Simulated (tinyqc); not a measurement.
# Tunnelling through a two-layer gate stack, WKB transmission and Tsu-Esaki current: what changes with what

Electrons leave the emitter at x = 0. Energies E (motion across the layers) are in eV from the emitter Fermi level; the collector Fermi level lies at -V and offers states at every E. No charge in the dielectric and no image force: F1 = V/(t1 + t2 eps1/eps2), F2 = F1 eps1/eps2; U = phi1 - F1 x in layer 1 and phi2 - F1 t1 - F2 (x - t1) in layer 2. With C = hbar^2/(2 m0), kappa = sqrt(m (U - E)/C) where U > E and 0 elsewhere; T(E) = exp(-S), S = 2 times the integral of kappa over x.

Values chosen for this exercise; layer 1 close to silicon dioxide, layer 2 close to zirconium oxide:

| symbol | value | unit | meaning |
|---|---|---|---|
| T | 300 | K | temperature |
| Ef | 0.36 | eV | Fermi energy of the emitter above its band bottom |
| me | 1 | m0 | emitter mass in the supply function |
| phi1 | 3.08 | eV | barrier of layer 1 above the emitter Fermi level at zero bias |
| m1 | 0.49 | m0 | tunnelling mass of layer 1 |
| t1 | 1.1 | nm | thickness of layer 1 |
| eps1 | 4.06 |  | relative permittivity of layer 1 |
| phi2 | 1.34 | eV | barrier of layer 2 at zero bias |
| m2 | 0.25 | m0 | tunnelling mass of layer 2 |
| t2 | 2.8 | nm | thickness of layer 2 |
| eps2 | 24.3 |  | relative permittivity of layer 2 |
| V | 0.5 | V | voltage across the dielectric |

Constants: q = 1.602176634e-19 C, kB = 1.380649e-23 J/K, hbar = 1.054571817e-34 J s, m0 = 9.1093837015e-31 kg, Vt = kB T/q, hbar^2/(2 m0) = 0.0380998212 eV nm^2. Results are converted to the units shown.

Each table varies one quantity; the others keep the values above.

## Current against voltage

Each layer adds (2/F) sqrt(m/C) [G(u at its left edge) - G(u at its right edge)] to S, with u = U - E (0 where negative) and G(u) = (2/3) u^1.5. J = J0 times the integral of T(E) N(E) dE, N = ln[(1 + exp(-E/Vt))/(1 + exp((-E - V)/Vt))], J0 = q^2 me m0 kB T/(2 pi^2 hbar^3) (times 1e-4 for A/cm^2 per eV), from E = -Ef to far above the barrier (T = 1 there), by quadrature converged to the digits shown.

Current against voltage:
```
V (V),S at E = 0,T(E = 0),J (A/cm^2),mean E of the current (eV)
0.2,29.20,2.078e-13,3.701e-5,-0.1411
0.49,27.23,1.492e-12,2.629e-4,-0.1467
0.77,25.08,1.285e-11,0.001950,-0.1358
1.06,22.42,1.841e-10,0.02219,-0.1164
1.35,18.56,8.658e-9,0.6530,-0.05544
1.64,14.07,7.762e-7,56.60,-0.06717
1.92,12.20,5.038e-6,877.0,-0.1284
2.21,11.92,6.657e-6,3392,-0.1965
2.5,11.63,8.891e-6,5244,-0.2135
```

Read the table: what changes, and by how much?

J rises from 3.70e-5 to 5240 A/cm^2, by 2.94 decades a volt between the first two rows and 0.652 between the last two. From V = 1.35 V on (among the rows) a band edge falls below the emitter Fermi level, so electrons at E = 0 no longer cross the full thickness. In 4 of the 9 rows the field exceeds 10 MV/cm (up to 15.9), more than most dielectrics sustain; the model ignores breakdown.

## Effect of the tunnelling mass m1

Same model as above.

Results:
```
m1 (m0),S at E = 0,T(E = 0),J (A/cm^2),mean E of the current (eV)
0.12,20.37,1.427e-9,0.2982,-0.1586
0.15,21.15,6.505e-10,0.1332,-0.1572
0.2,22.30,2.058e-10,0.04087,-0.1551
0.31,24.41,2.510e-11,0.004719,-0.1513
0.4,25.86,5.866e-12,0.001063,-0.1487
0.5,27.30,1.399e-12,2.446e-4,-0.1461
0.63,28.96,2.650e-13,4.449e-5,-0.1431
```

Estimate the missing row, m1 = 0.25 m0.

Computed row:
```
m1 (m0),S at E = 0,T(E = 0),J (A/cm^2),mean E of the current (eV)
0.25,23.32,7.468e-11,0.01444,-0.1533
```

With this row back in the table: J falls from 0.298 to 4.45e-5 A/cm^2. S goes as m1^(0.21): only one of the two layers feels this mass, so the power is below 0.5.

Numbers from tinyqc (`OMP_NUM_THREADS=1 python tinyqc.py 2540048 2540049 out.jsonl`; about 0.03 s on one thread of a shared Intel Xeon 2.30GHz).
